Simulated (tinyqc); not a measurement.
Inputs raised by 2 %, one at a time: avalanche multiplication and breakdown of a junction from ionisation integrals. Computed by tinyqc, a small Python program. Command: `OMP_NUM_THREADS=1 python tinyqc.py 3018674 3018675 out.jsonl impact sens`. One thread of a shared host (Intel(R) Xeon(R) Processor @ 2.30GHz), about 0.03 s of CPU time with the checks.

Ionisation coefficients follow the local field. Position x runs through the depletion layer from the p side (x = 0), where electrons enter, to the n side (x = w), where holes enter. The built-in voltage is neglected.

Inputs (values chosen for the exercise, modelled on GaAs):
```
quantity                                       value        unit
electron prefactor a_n                        178000        1/cm
electron field b_n                            559000        V/cm
hole prefactor a_p                            227000        1/cm
hole field b_p                                648000        V/cm
exponent c                                       1.8           -
permittivity eps                                12.9           -
drift-layer mobility mu                         8200  cm^2/(V s)
doping N of the lightly doped side           2.8e+16      1/cm^3
bias as a fraction of the breakdown voltage     0.77           -
```

Junction: one-sided abrupt p+n.

Constants: e = 1.602176634e-19 C; eps_0 = 8.8541878128e-12 F/m.

Method:
- alpha_n = a_n exp(-(b_n/F)^c), alpha_p = a_p exp(-(b_p/F)^c).
- Field F = F_m (1 - s), w = eps eps_0 F_m/(e N), V = F_m w/2, with s = x/w (the peak lies at the p+ side).
- With Phi(x) = int_0^x (alpha_n - alpha_p) dx': 1 - 1/M_n = I_n = int_0^w alpha_n exp(-Phi) dx and M_p = M_n exp(-Phi(w)); trapezoid rule on 401 even points; breakdown at I_n = 1.
- Solve I_n(F_m) = 1.
- Bias V = fraction times the breakdown voltage.
- M_n = 1/(1 - I_n), M_p = M_n exp(-Phi(w)); McIntyre excess noise for the carrier with the larger M, F_x = k M + (1 - k)(2 - 1/M), with k = (smaller M - 1)/(larger M - 1).
- R_on = w/(e mu N) with w the width at breakdown; figure of merit V_B^2/R_on; for a triangular field it equals eps eps_0 mu F_m^3/4.

Runs; columns: (1) input moved; (2) from; (3) to; (4) critical field F_m (MV/cm); (5) width at breakdown (micrometre); (6) M_n; (7) specific on-resistance (milliohm cm^2):
```
(1)                                              (2)        (3)      (4)     (5)     (6)        (7)
base run                                           -          -  0.46506  1.1841  2.1828  0.0032188
electron prefactor a_n (1/cm)                 178000     181560  0.46409  1.1816  2.1920  0.0032121
electron field b_n (V/cm)                     559000     570180  0.46907  1.1943  2.1317  0.0032466
hole prefactor a_p (1/cm)                     227000     231540  0.46419  1.1818  2.1684  0.0032128
hole field b_p (V/cm)                         648000     660960  0.46846  1.1927  2.2310  0.0032424
permittivity eps                                12.9     13.158  0.46322  1.2030  2.1775  0.0032702
doping N of the lightly doped side (1/cm^3)  2.8e+16  2.856e+16  0.46691  1.1655  2.1881  0.0031062
drift-layer mobility mu (cm^2/(V s))            8200       8364  0.46506  1.1841  2.1828  0.0031557
```

Exponents ln(y'/y) / ln(x'/x):
```
input                               critical field F_m  width at breakdown     M_n  specific on-resistance
electron prefactor a_n                          -0.106              -0.106   0.213                  -0.106
electron field b_n                               0.433               0.433  -1.197                   0.433
hole prefactor a_p                              -0.095              -0.095  -0.335                  -0.095
hole field b_p                                   0.368               0.368   1.104                   0.368
permittivity eps                                -0.200               0.800  -0.123                   0.800
doping N of the lightly doped side               0.201              -0.799   0.123                  -1.799
drift-layer mobility mu                          0.000               0.000   0.000                  -1.000
```

Among the inputs moved here: critical field F_m answers most in size to electron field b_n (exponent +0.433), next to hole field b_p (+0.368); its exponent is below 0.0005 for drift-layer mobility mu. Width at breakdown answers most in size to permittivity eps (exponent +0.800), and about equally to doping N of the lightly doped side (-0.799); its exponent is below 0.0005 for drift-layer mobility mu. M_n answers most in size to electron field b_n (exponent -1.197), next to hole field b_p (+1.104); its exponent is below 0.0005 for drift-layer mobility mu. Specific on-resistance answers most in size to doping N of the lightly doped side (exponent -1.799), next to drift-layer mobility mu (-1.000). Its exponent -1.000 in drift-layer mobility mu: R_on = w/(e mu N).
